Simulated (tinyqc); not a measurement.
Worked calculation: MP2 on RHF in the 6-311g basis, for H2, spin multiplicity 1. One step of it, computed by the program tinyqc.

Question. Second-order Moller-Plesset energy. E2 = sum_ijab (ia|jb) [2 (ia|jb) - (ib|ja)] / (e_i + e_j - e_a - e_b) over occupied i, j and virtual a, b; the opposite-spin part is (ia|jb)^2 / denominator, the rest is same-spin, and SCS-MP2 scales them by 6/5 and 1/3.

orbital energies (hartree): MO1 -0.566616, MO2 0.152306, MO3 0.314346, MO4 0.608253, MO5 2.540203, MO6 2.633619

Two-electron integrals over orbitals (pq|rs), unique and non-zero (hartree):
```
(11|11) 0.616314    (21|21) 0.055286    (22|11) 0.355438    (22|22) 0.303784
(31|11) -0.128736   (31|22) -0.029618   (31|31) 0.054673    (32|21) 0.020571
(32|32) 0.035871    (33|11) 0.361468    (33|22) 0.276074    (33|31) -0.037205
(33|33) 0.281784    (41|21) -0.068045   (41|32) -0.002568   (41|41) 0.103360
(42|11) -0.138225   (42|22) -0.049787   (42|31) 0.042605    (42|33) -0.047921
(42|42) 0.058019    (43|21) 0.037002    (43|32) 0.017310    (43|41) -0.045192
(43|43) 0.031508    (44|11) 0.486510    (44|22) 0.330090    (44|31) -0.082217
(44|33) 0.311983    (44|42) -0.103509   (44|44) 0.423287    (51|11) -0.082639
(51|22) -0.012857   (51|31) 0.046590    (51|33) -0.022059   (51|42) 0.027799
(51|44) -0.056958   (51|51) 0.081158    (52|21) -0.003272   (52|32) 0.003839
(52|41) 0.010876    (52|43) -0.009263   (52|52) 0.013096    (53|11) 0.103334
(53|22) 0.033350    (53|31) -0.038404   (53|33) 0.034901    (53|42) -0.035603
(53|44) 0.071526    (53|51) -0.042650   (53|53) 0.035336    (54|21) 0.012247
(54|32) -0.018692   (54|41) -0.036226   (54|43) 0.013514    (54|52) -0.020731
(54|54) 0.046483    (55|11) 0.621124    (55|22) 0.350426    (55|31) -0.136046
(55|33) 0.360566    (55|42) -0.141022   (55|44) 0.491544    (55|51) -0.123338
(55|53) 0.121707    (55|55) 0.678826    (61|21) -0.028918   (61|32) 0.016281
(61|41) 0.062371    (61|43) -0.029981   (61|52) 0.028906    (61|54) -0.060147
(61|61) 0.087956    (62|11) -0.026884   (62|22) 0.009795    (62|31) 0.022184
(62|33) -0.002329   (62|42) 0.006008    (62|44) -0.012904   (62|51) 0.035977
(62|53) -0.016038   (62|55) -0.046641   (62|62) 0.023416    (63|21) 0.031052
(63|32) -0.002764   (63|41) -0.050720   (63|43) 0.021988    (63|52) -0.010996
(63|54) 0.030230    (63|61) -0.046499   (63|63) 0.032543    (64|11) 0.140383
(64|22) 0.029436    (64|31) -0.060603   (64|33) 0.044488    (64|42) -0.047044
(64|44) 0.092365    (64|51) -0.075068   (64|53) 0.050751    (64|55) 0.175649
(64|62) -0.036885   (64|64) 0.088810    (65|21) 0.092339    (65|32) 0.004241
(65|41) -0.141912   (65|43) 0.070434    (65|52) -0.035863   (65|54) 0.084087
(65|61) -0.131478   (65|63) 0.089010    (65|65) 0.265174    (66|11) 0.650042
(66|22) 0.366575    (66|31) -0.151184   (66|33) 0.367903    (66|42) -0.154220
(66|44) 0.521316    (66|51) -0.155864   (66|53) 0.138785    (66|55) 0.721983
(66|62) -0.055587   (66|64) 0.200682    (66|66) 0.786993
```

Hartree-Fock energy = -1.12106868 hartree

Give: Terms; Pair energies; MP2 correlation energy; SCS-MP2 correlation energy; MP2 total energy.

Answer.

Terms:
```
i  j  a  b  (ia|jb)  (ib|ja)  denominator       term
1  1  4  4    0.103    0.103       -2.350  -4.55e-03
1  1  4  2   -0.068   -0.068       -1.894  -2.44e-03
1  1  2  4   -0.068   -0.068       -1.894  -2.44e-03
1  1  2  2    0.055    0.055       -1.438  -2.13e-03
1  1  3  3    0.055    0.055       -1.762  -1.70e-03
1  1  6  6    0.088    0.088       -6.400  -1.21e-03
1  1  5  5    0.081    0.081       -6.214  -1.06e-03
1  1  4  6    0.062    0.062       -4.375  -8.89e-04
1  1  6  4    0.062    0.062       -4.375  -8.89e-04
1  1  5  3    0.047    0.047       -3.988  -5.44e-04
1  1  3  5    0.047    0.047       -3.988  -5.44e-04
1  1  2  6   -0.029   -0.029       -3.919  -2.13e-04
1  1  6  2   -0.029   -0.029       -3.919  -2.13e-04
```

Pair energies (hartree; pair i-j sums ij and ji):
```
pair  opposite spin  same spin
1-1          -0.019          0
```

MP2 correlation energy = -0.01882 hartree

SCS-MP2 correlation energy = -0.02259 hartree

MP2 total energy = -1.13989 hartree
